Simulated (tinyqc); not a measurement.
From one barrier to a miniband: Kronig-Penney superlattice by transfer matrices.

Wells (width a, potential 0, mass mw) alternate with barriers (width b, height V0, mass mb); period d = a + b; c = hbar^2/2m0. The vector (psi, psi'/m) is continuous, and a layer of thickness t carries it by M = [[cos kt, (m/k) sin kt], [-(k/m) sin kt, cos kt]] with k = sqrt(m (E - V)/c); for E < V, k = i kappa gives [[cosh, (m/kappa) sinh], [(kappa/m) sinh, cosh]] of kappa t. A Bloch state obeys cos(q d) = tr(Mb Mw)/2.

Constants: hbar^2/2m0 = 3.80998211 eV angstrom^2.

Inputs chosen for the exercise (near those of a GaAs superlattice with barriers of AlGaAs; shifted at random, so the results belong to these values and not to a real crystal): a = 104 angstrom (well width); b = 22 angstrom (barrier width); V0 = 0.178 eV (barrier height); mw = 0.0682 m0 (mass in the wells); mb = 0.0853 m0 (mass in the barriers).

Transmission through N barriers separated by wells, between leads of the well material: T = 4/[(M11 + M22)^2 + (u M12 - M21/u)^2] with u = k/mw and M the product over all layers; twelve evenly spaced energies around the first miniband.

Transmission:
```
E (eV)    tr M/2 of a period   N = 1    N = 2     N = 4     N = 8
0.013093               2.488  0.0948  0.00421  8.15e-06  3.06e-11
0.015689               1.835   0.112  0.00924  7.09e-05  4.22e-09
0.018286               1.253   0.128   0.0228   0.00127  4.78e-06
0.020882               0.737   0.144   0.0716     0.720     0.398
0.023479               0.283   0.159    0.371     0.173     0.236
0.026076              -0.115   0.173    0.800     0.513     0.247
0.028672              -0.459   0.188    0.215     0.170     0.318
0.031269              -0.755   0.202   0.0997     0.586     0.277
0.033865              -1.006   0.215   0.0634    0.0159   0.00337
0.036462              -1.215   0.228   0.0476   0.00327  1.86e-05
0.039058              -1.386   0.241   0.0396   0.00127  1.38e-06
0.041655              -1.523   0.253   0.0352  0.000688  2.65e-07
```

What can be read from this table?

5 of the energies lie in the miniband (|tr M/2| <= 1); there T for N = 8 runs between 0.236 and 0.398. In the gaps it falls with N: at E = 0.0417 eV from 0.000688 (N = 4) to 2.65e-07 (N = 8), a slope of ln T of -1.97 a period, against -2 arccosh|tr M/2| = -1.97.

Run: tinyqc, `OMP_NUM_THREADS=1 python tinyqc.py 1280368 1280369 out.jsonl`; Intel(R) Xeon(R) Processor @ 2.30GHz, one thread, shared host; about 0.06 s of CPU time with all checks.
